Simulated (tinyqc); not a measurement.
Strained alloy layer of GaSb and GaAs on (001) InP, model-solid band line-up: one step of the calculation.

The layer is x parts of the first compound and 1 - x of the second, grown coherently on the third as substrate and barrier. Rows of the table: lattice constant a, average valence level Ea on an absolute scale, spin-orbit splitting so, gaps at Gamma, X and L, hydrostatic deformation potentials av and ac (Gamma), shear potential b, elastic constants, electron and heavy-hole (along z) masses. All are interpolated linearly in x; gaps get -C x (1 - x), taken wholly in the conduction band; real line-ups can differ from this model by 0.1 eV or more.

Problem. Band edges and offsets. In-plane strain e = (a_substrate - a)/a, e_z = -2 (c12/c11) e, volume change 2 e + e_z. With v = 2 e + e_z and d = 2 b (e_z - e): Eav = Ea + av v; E_hh = Eav + so/3 - d/2; E_lh = Eav - so/6 + d/4 + sqrt(so^2 + so d + 9 d^2/4)/2; E_c = Ea + so/3 + EG + ac v (Gamma). Substrate: E_v = Ea + so/3, E_c = E_v + EG. Well depths: dEc = E_c(substrate) - E_c, dEhh = E_hh - E_v(substrate), dElh likewise; strained Gamma gap E_c - max(E_hh, E_lh); positive values confine carriers in the layer.

Inputs (values chosen for the exercise): fraction of the first compound in the layer x = 0.39; bowing of the Gamma gap CG = 1.43 eV; bowing of the X gap CX = 1.2 eV; bowing of the L gap CL = 1.2 eV.

Binary compounds, values chosen for the exercise:
```
              close to GaSb  close to GaAs  close to InP
a (angstrom)          6.096          5.653         5.869
Ea (eV)               -6.25          -6.92         -7.04
so (eV)               0.753          0.344         0.111
EG (eV)               0.731           1.43          1.35
EX (eV)                1.04           1.91          2.18
EL (eV)               0.821           1.73          1.93
av (eV)               0.798           1.16          1.28
ac (eV)               -6.77          -7.15         -4.99
b (eV)                -1.99          -1.71         -1.68
c11 (GPa)              89.1            120           101
c12 (GPa)              40.5           54.4          55.3
me (m0)              0.0385         0.0678        0.0789
mh (m0)               0.246          0.351         0.525
```

Wanted: d; E_hh; E_lh; E_c; strained Gamma gap; dEc; dEhh; dElh.

Solution.

d = 0.051499 eV
E_hh = -6.5084 eV
E_lh = -6.4544 eV
E_c = -5.7304 eV
strained Gamma gap = 0.72392 eV
dEc = 0.077436 eV
dEhh = 0.49465 eV
dElh = 0.54864 eV

The light-hole band lies on top, by 54.0 meV. At Gamma the line-up is type I, both carriers held in the layer.

Computed by the program tinyqc: `OMP_NUM_THREADS=1 python tinyqc.py 2690040 2690041 out.jsonl`, one thread of a shared Intel Xeon 2.30GHz, about 0.01 s for the whole run.
